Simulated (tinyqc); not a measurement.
# Input admittance of a MOSFET at zero drain bias: distributed channel and distributed gate, step by step

Program tinyqc, `OMP_NUM_THREADS=1 python tinyqc.py 2262186 2262187 out.jsonl`; Intel Xeon 2.30GHz, shared host, one thread, about 0.01 s. Printed values are rounded.

Source and drain grounded, strong inversion, w = 2 pi f, Cox = eps0 eox/tox. The channel is an RC line of resistance 1/(mu Cox Vo) per square fed from both ends, so one finger has the intrinsic admittance y = i w Cox L tanh(g)/g per width, g = (1/2) sqrt(i w tau), tau = L^2/(mu Vo). The vertical resistance rv/L is in series with y, the overlaps 2 i w Cov in parallel: y_t = 1/(1/y + rv/L) + 2 i w Cov. The gate strip is a line of Rsh/L per length loaded by y_t, so a finger has Y = y_t Wf tanh(k)/k, k = (Wf/sd) sqrt(y_t Rsh/L); the device has Nf Y.

Inputs (values chosen for the exercise); values of the order met in silicon radio-frequency transistors: relative permittivity of the gate insulator (close to silicon dioxide) eox = 3.9; insulator thickness tox = 2.6 nm; channel length L = 1.3 um; finger width Wf = 3.9 um; number of fingers Nf = 16; channel mobility mu = 140 cm^2/(V s); gate overdrive Vo = 0.51 V; sheet resistance of the gate Rsh = 25 ohm/square; vertical resistivity of the gate stack rv = 2.2 ohm um^2; number of ends at which a finger is contacted sd = 1; overlap and fringe capacitance on each side Cov = 0.27 fF/um; frequency f = 4.5 GHz.

Constants: eps0 = 8.8541878128e-14 F/cm where lengths are in cm. Results are converted to the units shown.

## Low-frequency resistances and capacitance

Low-frequency limits, with c = Cox L and ct = c + 2 Cov: R_strip = Rsh Wf/(3 sd^2 L Nf), R_ch = (c/ct)^2 L/(12 mu Cox Vo Wf Nf), R_vert = (c/ct)^2 rv/(L Wf Nf), C = ct Wf Nf.

parts (ohm): strip 1.56250, channel 17.2143, vertical 0.0255003
sum = 18.8023 ohm
C = 1111.07 fF
1/(2 pi R C) = 7.61844 GHz

The channel term is the largest, 91.6 % of the sum.

## Admittance of the channel and stack per width

tau, g, c = Cox L, y and y_t as defined.

tau = 236.695 ps
g = 0.914630+0.914630i
c = 17.2657 fF/um
y = 187.724+363.279i uS/um
y_t = 187.887+378.317i uS/um

w tau = 6.69, and Im y is 0.744 of w c.

## Input impedance of the device

k and Y as defined; Z = 1/(Nf Y) = R + 1/(i w C); Q = |Im Z|/R; signal at the point farthest from a contact |1/cosh k|.

k = 0.298756+0.185197i
Nf Y = 12.3283+22.7345i mS
R = 18.4322 ohm
C = 1040.51 fF
Q = 1.84410
signal at the far point = 0.972188

R is 2.0 % below its low-frequency limit and C is 6.4 % below its own.
